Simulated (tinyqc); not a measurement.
Planar ballistic transistor, top-of-the-barrier model: two steps of the calculation.

At the top of the source barrier, states moving towards the drain are filled by the source (Fermi level 0) and states moving back by the drain (Fermi level -q Vd); nothing scatters. U is the shift of the band edge there, set by the capacitances CG, CD and CS (the total) and by the charge. Parabolic two-dimensional band; the source is grounded.

Parameters, values chosen for the exercise; mass and valleys close to those of germanium: temperature T = 150 K; effective mass m = 0.119 m0; valley degeneracy gv = 4; relative permittivity of the gate insulator eox = 22; insulator thickness tox = 3.6 nm; gate control CG/CS aG = 0.92; drain control CD/CS aD = 0.06; band edge at the barrier top above the source Fermi level at zero bias E0 = 0.26 eV; gate voltage Vg = 0.7 V; drain voltage Vd = 0.7 V.

Constants: q = 1.602176634e-19 C, kB = 1.380649e-23 J/K, hbar = 1.054571817e-34 J s, m0 = 9.1093837015e-31 kg, Vt = kB T/q, eps0 = 8.8541878128e-14 F/cm where lengths are in cm. Results are converted to the units shown.

Question 1. Density of states, capacitances and charge at zero bias. N0 = gv m kB T/(pi hbar^2), CG = eps0 eox/tox, vT = sqrt(2 kB T/(pi m)), CS = CG/aG, n0 = n at U = 0 and Vd = 0. eta1 = -(E0 + U)/Vt, eta2 = eta1 - Vd/Vt, n = (N0/2)[F_0(eta1) + F_0(eta2)], F_0(x) = ln(1 + exp x). UL = -(aG Vg + aD Vd).

Give: N0; CG; CS; n0; UL.

Answer 1.

N0 = 2.5702e12 cm^-2
CG = 5.4109 uF/cm^2
CS = 5.8814 uF/cm^2
n0 = 4724.5 cm^-2
UL = -0.68600 eV

Question 2. Self-consistent potential at the barrier top. U(out) = UL + q (n - n0)/CS. Newton step: U(new) = U + (U(out) - U)/(1 + CQ/CS), CQ = (q/Vt) dn/d(eta1) with both F' summed; F_0'(x) = 1/(1 + exp(-x)).

U at the start (U = UL) = -0.686 eV
N0 = 2.5702081e12 cm^-2
CS = 5.8814049 uF/cm^2
n0 = 4724.4665 cm^-2
UL = -0.686 eV

Give: eta1; eta2; n; U(out); CQ; U after iteration 1.

Answer 2.

eta1 = 32.957
eta2 = -21.198
n = 4.2353e13 cm^-2
U(out) = 0.46775 eV
CQ = 15.929 uF/cm^2
U after iteration 1 = -0.37488 eV

Program tinyqc, `OMP_NUM_THREADS=1 python tinyqc.py 2400131 2400132 out.jsonl`; Intel Xeon 2.30GHz, shared host, one thread, about 0.01 s.
